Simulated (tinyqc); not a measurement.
From one set of inputs to another, one input at a time: thermodynamics of metal silicides: hull, first phase, silicon consumed, nucleation and stability against SiO2. Computed by tinyqc, a small Python program. Command: `OMP_NUM_THREADS=1 python tinyqc.py 3031145 3031146 out.jsonl silphase ladder`. One thread of a shared host (Intel(R) Xeon(R) Processor @ 2.30GHz), about 0.01 s of CPU time with the checks.

Entropies of formation of the solids are neglected, so heats stand for free energies. Si fractions: M5Si3 0.3750, MSi 0.5000, MSi2 0.6667.

The inputs printed are set A. Inputs not listed in the table keep their values of set A, so the rows need not describe a real material.

Inputs (values chosen for the exercise, of the order of those of tungsten silicides for heats and volumes only):
```
quantity                                value          unit
heat of formation of M5Si3              -16.6  kJ/mol atoms
heat of formation of MSi                -14.6  kJ/mol atoms
heat of formation of MSi2                 -26  kJ/mol atoms
molar volume of M                        9.55      cm^3/mol
molar volume of Si                      12.06      cm^3/mol
Si fraction x_e at the lowest liquidus    0.4             -
metal thickness t                         6.1            nm
```

Phases: M5Si3, MSi, MSi2.

volumes of the three phases per mole of M (cm^3/mol): 13.8  16.9  23.9

resistivities of the three phases (microohm cm): 37  11  31

Method. Effective heat of formation: at the interface the mixture has the Si fraction x_e; the limiting element scales the heat, H_eff = H x_e/x if x_e < x, H (1 - x_e)/(1 - x) otherwise. The rule names the most negative as the first phase; its restriction to congruently melting phases is left out here. Per phase M_a Si_b, for ample silicon (not limited to t_Si): silicide thickness = t V/V_M; silicon consumed = t (b/a) V_Si/V_M; net volume change = V/(V_M + (b/a) V_Si) - 1; the top surface lies (silicide thickness - silicon consumed) above the old interface; sheet resistance = resistivity/thickness.

Each row keeps all changes above it:
```
input moved                                 from     to  most negative H_eff (kJ/mol atoms)  silicon consumed by MSi (nm)  sheet resistance of MSi (ohm)
set A                                          -      -                             -15.936                        7.7032                         10.190
heat of formation of MSi (kJ/mol atoms)    -14.6  -13.4                             -15.936                        7.7032                         10.190
metal thickness t (nm)                       6.1    7.9                             -15.936                        9.9763                          7.868
Si fraction x_e at the lowest liquidus       0.4    0.3                             -13.280                        9.9763                          7.868
heat of formation of MSi2 (kJ/mol atoms)     -26  -28.1                             -13.280                        9.9763                          7.868
heat of formation of M5Si3 (kJ/mol atoms)  -16.6  -17.4                             -13.920                        9.9763                          7.868
```

Which inputs carry the difference?

Most negative H_eff goes from -15.9 to -13.9, +2.02 in all. The largest single move comes from Si fraction x_e at the lowest liquidus (+2.66), and heat of formation of M5Si3 works against it (-0.64). Silicon consumed by MSi goes from 7.70 to 9.98, a factor 1.30 in all. The largest single move comes from metal thickness t (a factor 1.30). Sheet resistance of MSi goes from 10.2 to 7.87, a factor 0.772 in all. The largest single move comes from metal thickness t (a factor 0.772). The single moves hold for this order of the switches; the total does not depend on the order.

Extremes, crossings and ranges named in words are read from the listed rows.
